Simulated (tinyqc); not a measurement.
Thickness series: Landau-Devonshire theory of a uniaxial ferroelectric. Computed by tinyqc, a small Python program. Command: `OMP_NUM_THREADS=1 python tinyqc.py 3014805 3014806 out.jsonl ferro walk`. One thread of a shared host (Intel(R) Xeon(R) Processor @ 2.30GHz), about 0.01 s of CPU time with the checks.

G(P) = (alpha/2) P^2 + (beta*/4) P^4 + (gamma/6) P^6 - E P per volume, SI units, one domain, P along the polar axis, which is normal to the film.

Inputs (values chosen for the exercise, modelled on barium titanate):
```
quantity                          value             unit
alpha_0                          652000      J m/(C^2 K)
Curie-Weiss temperature T0          381                K
beta                           -8.3e+08        J m^5/C^4
gamma                           1.6e+10        J m^9/C^6
temperature T                       366                K
misfit strain u_m                -0.013                -
electrostriction Q12             -0.043          m^4/C^2
compliance s11 + s12            5.6e-12            m^2/N
film thickness d                     14               nm
screening length lambda           0.047               nm
background permittivity eps_b        20                -
series capacitance C_d              1.4  microfarad/cm^2
```

Sample: epitaxial film.

Constants: eps_0 = 8.8541878128e-12 F/m.

Method:
- alpha = alpha_0 (T - T0*), with clamping: T0* = T0 + 4 Q12 u_m/(alpha_0 (s11 + s12)), beta* = beta + 4 Q12^2/(s11 + s12).
- Ps^2 = [-beta* + sqrt(beta*^2 - 4 alpha gamma)]/(2 gamma).
- chi = 1/(eps_0 G''), G'' = alpha + 3 beta* P^2 + 5 gamma P^4 at Ps. Ps, chi and the coercive field are for perfect screening, without a depolarising field. The intrinsic coercive field is |alpha P + beta* P^3 + gamma P^5| at the P_c where G'' = 0. 1 C/m^2 = 100 microcoulomb/cm^2.
- Between shorted electrodes with screening length lambda each, the depolarising field is -k P, k = 2 lambda/(eps_0 (d + 2 lambda eps_b)), so alpha turns into alpha + k.
- The polar state is the lowest uniform state while alpha + k < 0 (beta* > 0) or < 3 beta*^2/(16 gamma) (beta* < 0); setting the equality gives the critical thickness d_c.
- Domains are left out, though they can pre-empt both the loss of P and the state at P = 0. The second and third columns are for the shorted capacitor, polar only where it is the lowest uniform state: alpha + k < 0 (beta* > 0) or < 3 beta*^2/(16 gamma) (beta* < 0). The last column is another circuit, the film in series with C_d at P = 0: 1/C = (alpha d)/(1 + alpha eps_0 eps_b) + 1/C_d, and P = 0 is locally stable while 1/C > 0; a dash marks the rest.

alpha = -4.09066e+08 J m/C^2

beta* = 4.90714e+08 J m^5/C^4

critical thickness d_c = 24.0729 nm

spontaneous polarisation Ps = 38.1175 microcoulomb/cm^2

Against thickness:
```
d (nm)  P (microcoulomb/cm^2)  depolarising field (MV/m)  C of the stack / C_d
1                       0.000                      0.000                 1.006
2                       0.000                      0.000                 1.013
3                       0.000                      0.000                 1.019
5                       0.000                      0.000                 1.032
8                       0.000                      0.000                 1.052
15                      0.000                      0.000                 1.102
30                     23.515                     78.307                 1.227
60                     32.781                     56.241                 1.588
150                    36.203                     25.306                13.536
```

What does the comparison show, and why?

The polar state appears between 15 and 30 nm (d_c = 24.1 nm), and at 150 nm P is 95.0 % of Ps. The stack exceeds C_d wherever it is stable, up to 13.5 times: the ferroelectric held at P = 0 acts as a negative capacitance. Caution: the strain shifts T0 by more than 500 K here, which is beyond the range where constant coefficients hold. Caution: far below T0* the expansion with linear alpha(T) is only a fit.

Extremes, crossings and ranges named in words are read from the listed rows.
